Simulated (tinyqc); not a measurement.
Worked calculation: one-electron ion in a basis of Gaussians. One step of it, computed by the program tinyqc.

Question. Matrices over normalised Gaussians. With p = a_i + a_j and I(k) = Gamma((k+1)/2) / (2 p^((k+1)/2)): S = I(2l+2), T = (2l+3) a_i a_j S / p, V = -Z I(2l+1), each divided by sqrt(S_ii S_jj).

exponents of r^l exp(-a r^2) (1/bohr^2): 0.049140  0.077550  0.122400  0.193200

Z = 1

l = 0

Give: S; T; V.

Answer.

S, lower triangle:
```
,1,2,3,4
1,1.000
2,0.962,1.000
3,0.860,0.962,1.000
4,0.721,0.860,0.962,1.000
```

T (hartree), lower triangle:
```
,1,2,3,4
1,0.074
2,0.087,0.116
3,0.090,0.137,0.184
4,0.085,0.143,0.216,0.290
```

V (hartree), lower triangle:
```
,1,2,3,4
1,-0.354
2,-0.386,-0.444
3,-0.402,-0.485,-0.558
4,-0.401,-0.505,-0.610,-0.701
```
